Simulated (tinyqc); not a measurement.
Inside a calculation. Method: sp3 tight binding, zinc-blende lattice. One step of it, computed by the program tinyqc.

Problem. Levels at X. Diagonalise the Hermitian matrix.

H(k) at X (eV):
```
                     a s                a px                a py                a pz
a s           -15.280000            0.000000            0.000000            0.000000
a px            0.000000           -8.800000            0.000000            0.000000
a py            0.000000            0.000000           -8.800000            0.000000
a pz            0.000000            0.000000            0.000000           -8.800000
c s             0.000000  0.000000+4.255886i            0.000000            0.000000
c px  0.000000-4.255886i            0.000000            0.000000            0.000000
c py            0.000000            0.000000            0.000000  0.000000-5.408372i
c pz            0.000000            0.000000  0.000000-5.408372i            0.000000

                     c s                c px                c py                c pz
a s             0.000000  0.000000+4.255886i            0.000000            0.000000
a px  0.000000-4.255886i            0.000000            0.000000            0.000000
a py            0.000000            0.000000            0.000000  0.000000+5.408372i
a pz            0.000000            0.000000  0.000000+5.408372i            0.000000
c s            -9.050000            0.000000            0.000000            0.000000
c px            0.000000           -5.540000            0.000000            0.000000
c py            0.000000            0.000000           -5.540000            0.000000
c pz            0.000000            0.000000            0.000000           -5.540000
```

Give: eigenvalues.

Solution.

eigenvalues (eV): -16.8776  -13.1827  -12.8187  -12.8187  -4.6673  -3.9424  -1.5213  -1.5213
